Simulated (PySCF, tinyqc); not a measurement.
Inside a calculation. Method: MP2 on RHF in the sto-6g basis, for H4, spin multiplicity 1. The lowest restricted solution is unstable here: a spin-polarised one lies 0.0057 hartree lower (PySCF). One step of it, computed by the program tinyqc.

Task: Iteration 3 (converged): orbitals. Diagonalise F' = X^T F X, C = X C', fill 2 alpha and 2 beta electrons from the bottom; D = 2 C_occ C_occ^T. Each column has its largest component positive (the first on a tie).

converged F (hartree):
```
           1H 1s      2H 1s      3H 1s      4H 1s
1H 1s  -0.468349  -0.670799  -0.486348  -0.462097
2H 1s  -0.670799  -0.468349  -0.462097  -0.486348
3H 1s  -0.486348  -0.462097  -0.468349  -0.670799
4H 1s  -0.462097  -0.486348  -0.670799  -0.468349
```

X:
```
               1          2          3         4
1H 1s   1.108472   0.697677   0.591162  0.312039
2H 1s  -1.108472  -0.697677   0.591162  0.312039
3H 1s  -1.108472   0.697677  -0.591162  0.312039
4H 1s   1.108472  -0.697677  -0.591162  0.312039
```

Give: F' = X^T F X; orbital energies; coefficients C; D after iteration 3.

Result:

F' = X^T F X (hartree):
```
        1       2        3        4
1  1.1142  0.0000   0.0000   0.0000
2  0.0000  0.3470   0.0000   0.0000
3  0.0000  0.0000  -0.2666   0.0000
4  0.0000  0.0000   0.0000  -0.8131
```

orbital energies (hartree): MO1 -0.8131, MO2 -0.2666, MO3 0.3470, MO4 1.1142

coefficients C:
```
          MO1      MO2      MO3      MO4
1H 1s  0.3120   0.5912   0.6977   1.1085
2H 1s  0.3120   0.5912  -0.6977  -1.1085
3H 1s  0.3120  -0.5912   0.6977  -1.1085
4H 1s  0.3120  -0.5912  -0.6977   1.1085
```

D after iteration 3:
```
         1H 1s    2H 1s    3H 1s    4H 1s
1H 1s   0.8937   0.8937  -0.5042  -0.5042
2H 1s   0.8937   0.8937  -0.5042  -0.5042
3H 1s  -0.5042  -0.5042   0.8937   0.8937
4H 1s  -0.5042  -0.5042   0.8937   0.8937
```
